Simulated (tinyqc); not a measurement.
Inside a calculation. Model: self-heating of a transistor with one or more fingers, with temperature-dependent conductivity. Computed by tinyqc, a small Python program that keeps every step. Command: `OMP_NUM_THREADS=1 python tinyqc.py 3014512 3014513 out.jsonl selfheat walk`. One thread of a shared host (Intel(R) Xeon(R) Processor @ 2.30GHz), about 0.07 s of CPU time with the checks. Intermediate numbers are printed to about 6 digits and carried at full precision; extremes and crossings named in words are read from the listed rows.

N long parallel fingers lie on the top face of a slab whose bottom is held at T_0; the top is otherwise insulated, and heat flows in two dimensions. P in W/mm is 1000 P in W/m.

Inputs (values chosen for the exercise, modelled on germanium):
```
quantity                                      value           unit
conductivity at the base temperature kappa_0     60        W/(m K)
exponent m in kappa ~ T^-m                     1.26              -
base temperature T_0                            298              K
power per gate width P                         0.96           W/mm
fingers N                                         2              -
finger pitch s                                   13     micrometre
width of the heat source w                     0.31     micrometre
substrate thickness t                           140     micrometre
phonon free path Lambda                          73             nm
heat capacity C                                1.75  1e6 J/(m^3 K)
pulse length                                    170    microsecond
power coefficient beta                         0.94         1e-3/K
```

Power: power rises with temperature.

## Geometry factors

A line source of power P on the top face raises the top at distance x by (P/(pi kappa_0)) g(x), g(x) = -ln tanh(pi x/(4 t)) (the image sum for the slab). On a strip of width w the centre sees the mean of g over the strip, g_0 = 1 + ln(8 t/(pi w)) for w much below t.

own factor g_0 = 8.04754

g(j s), j = 1..7: 2.62003  1.93217  1.53543  1.25978  1.05182  0.88762  0.75430

## Linear temperature rise of each finger

theta_i = (P/(pi kappa_0)) [g_0 + sum over j != i of g(|i - j| s)], with equal powers and constant conductivity; thermal resistance = largest theta/P.

theta of each finger (K): 54.3295  54.3295

largest theta = 54.3295 K

thermal resistance = 56.5932 K mm/W

## Correction for the falling conductivity

Kirchhoff transformation for kappa = kappa_0 (T/T_0)^-m: T = T_0 [1 - (m - 1) theta/T_0]^(-1/(m - 1)), where theta is the linear rise. The bracket vanishes at the power P T_0/((m - 1) theta).

peak temperature = 359.197 K

true rise = 61.1965 K

true rise / linear rise = 1.12640

power at which the formula diverges = 20.2525 W/mm

The falling conductivity adds 12.6 % to the rise.

## Extra rise from ballistic phonons

Near a source smaller than the free path, Fourier's law overstates the flow. Rough estimate: a strip that emits phonons into a half space adds a resistance times area of 4 Lambda/(3 kappa_0), from the ballistic flux C v Delta T/4 with kappa_0 = C v Lambda/3, so Delta T_b = 4 Lambda P/(3 kappa_0 w); Knudsen number Lambda/w.

Knudsen number = 0.235484

ballistic rise Delta T_b = 5.02366 K

Delta T_b / largest theta = 0.0924665

By this estimate the ballistic term is at most a fifth of the Fourier rise.

## Electrothermal feedback

The power follows P [1 + beta (T - T_0)] with T the peak temperature, for all fingers alike. Start at T_0 and repeat; stop when T changes by less than 1e-6 K, after 50 steps, or when the bracket falls below 0.05.

Iterations:
```
step  power (W/mm)    T (K)   change (K)
1          0.96000  359.197  6.11965e+01
2          1.01522  363.179  3.98212e+00
3          1.01882  363.440  2.61044e-01
4          1.01905  363.457  1.71207e-02
5          1.01907  363.458  1.12291e-03
6          1.01907  363.458  7.36491e-05
7          1.01907  363.458  4.83048e-06
8          1.01907  363.458  3.16821e-07
```

converged (1 yes, 0 no) = 1

peak temperature with feedback = 363.458 K

Converged in 8 steps; feedback adds 4.3 K.

## Rise at the end of a pulse

After switching on, theta(tau) = (P D/kappa_0) int_0^tau X(u) Z(u) du at the hottest finger, D = kappa_0/C; X = sum over fingers at distance x of [erf((x + w/2)/r) - erf((x - w/2)/r)]/(2 w), Z = sum_(j=-200..200) (-1)^j exp(-(2 j t/r)^2)/sqrt(pi D u), r = 2 sqrt(D u); trapezoid rule on 300 points evenly spaced in ln u from u_0 = 1e-3 min(tau, w^2/D) to tau, plus the exact piece 2 sqrt(u_0/(pi D))/w below u_0. Conductivity and power are held at their base values here, and Fourier's law is used even where the diffusion length is near a phonon free path.

diffusivity D = 34.2857 micrometre^2/microsecond

diffusion length sqrt(D tau) = 76.3451 micrometre

linear rise after the pulse = 49.738 K

share of the steady rise = 0.9155

## Rise against time

The formulas are those given above.

Heating curve:
```
time (microsecond)  sqrt(D time) (micrometre)  rise (K)  share of the steady rise
5.70e-04                             0.139796    6.8769                    0.1266
0.0057                               0.442073    12.517                    0.2304
0.057                                 1.39796    18.357                    0.3379
0.57                                  4.42073    24.318                    0.4476
5.7                                   13.9796    33.034                     0.608
29                                    31.5323    40.904                    0.7529
110                                   61.4120    47.606                    0.8762
340                                   107.968    52.565                    0.9675
860                                   171.714    54.198                    0.9976
```

Half the steady rise is reached between 0.57 and 5.7 microseconds, and the last row holds 99.8 % of it; the slowest time constant is 4 t^2/(pi^2 D) = 232 microseconds. While the diffusion length lies between w and the pitch or thickness, the rise grows as the logarithm of time; once it nears the pitch of 13 micrometre the neighbours add their heat.

Checks made by the program: g(s) against the alternating image sum (relative difference 5e-07); Kirchhoff integral of kappa/kappa_0 from T_0 to T (relative difference below 1e-10); long-time limit against the steady rise (relative difference 1e-05).
